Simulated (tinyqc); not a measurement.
# From one set of inputs to another, one input at a time

Model: dopant redistribution at a moving silicon-oxide interface during parabolic oxidation. Computed by tinyqc, a small Python program. Command: `OMP_NUM_THREADS=1 python tinyqc.py 3024751 3024752 out.jsonl segox ladder`. One thread of a shared host (Intel(R) Xeon(R) Processor @ 2.30GHz), about 0.01 s of CPU time with the checks.

Uniformly doped silicon is oxidised with x_ox = sqrt(B t); the interface advances into the silicon by alpha x_ox, alpha = 0.44. The dopant does not move in the oxide, and at the interface C(silicon) = m C(oxide).

The inputs printed are set A. Set A is modelled on boron in silicon under dry oxygen; the values taken over come from a set modelled on antimony in silicon under dry oxygen. Inputs not listed in the table keep their values of set A, so the rows need not describe a real material.

Inputs (values chosen for the exercise, modelled on boron in silicon under dry oxygen):
```
quantity                                           value    unit
dopant prefactor D0                                0.817  cm^2/s
dopant activation energy E                           3.5      eV
oxidation prefactor B0                               818  um^2/h
oxidation activation energy E_B                     1.24      eV
segregation coefficient m = C(silicon)/C(oxide)     0.14       -
bulk doping C_B                                  4.3e+17  1/cm^3
temperature T                                       1100       C
time t                                               4.3       h
```

Constants: k_B = 8.617333262e-05 eV/K.

Method:
- D = D0 exp(-E/(k_B T)), converted with 1 cm^2/s = 3.6e11 um^2/h; B = B0 exp(-E_B/(k_B T)); s = alpha sqrt(B/(4 D)), the interface advance over 2 sqrt(D t).
- Temperatures in kelvin are T(C) + 273.15.
- With the dopant diffusivity D and s = alpha x_ox/(2 sqrt(D t)), in the silicon C = C_B + (C_s - C_B) erfc(y/(2 sqrt(D t)))/erfc(s), y from the original surface. Dopant balance at the interface gives C_s/C_B = 1/[1 + (1/(m alpha) - 1) g], g = sqrt(pi) s exp(s^2) erfc(s).

Each row keeps all changes above it:
```
input moved                                                                    from         to  ratio C_s/C_B        s  concentration in the oxide (1/cm^3)
set A                                                                             -          -         0.2131  0.16289                           6.5438e+17
segregation coefficient m = C(silicon)/C(oxide)                                0.14         12         1.2446  0.16289                           4.4599e+16
bulk doping C_B (1/cm^3)                                                    4.3e+17    1.6e+15         1.2446  0.16289                           1.6595e+14
temperature T (C)                                                              1100       1025         1.4355  0.28282                           1.9140e+14
oxidation prefactor B0 (um^2/h) and oxidation activation energy E_B (eV)  818, 1.24  812, 1.22         1.4766  0.30813                           1.9688e+14
time t (h)                                                                      4.3        6.7         1.4766  0.30813                           1.9688e+14
```

Ratio C_s/C_B goes from 0.213 to 1.48, a factor 6.93 in all. The largest single move comes from segregation coefficient m = C(silicon)/C(oxide) (a factor 5.84). s goes from 0.163 to 0.308, a factor 1.89 in all. The largest single move comes from temperature T (a factor 1.74). Concentration in the oxide goes from 6.54e17 to 1.97e14, a factor 3.01e-4 in all. The largest single move comes from bulk doping C_B (a factor 0.00372). The single moves hold for this order of the switches; the total does not depend on the order.

Caution (all rows): parabolic growth needs an oxide much thicker than the Deal-Grove length A, which fails for thin films and low temperatures; oxidation-enhanced or retarded diffusion is ignored. Caution (rows temperature T, oxidation prefactor B0, time t): in this case the oxide is not much thicker than a typical Deal-Grove length A, so real growth is slower than parabolic.

Extremes, crossings and ranges named in words are read from the listed rows.
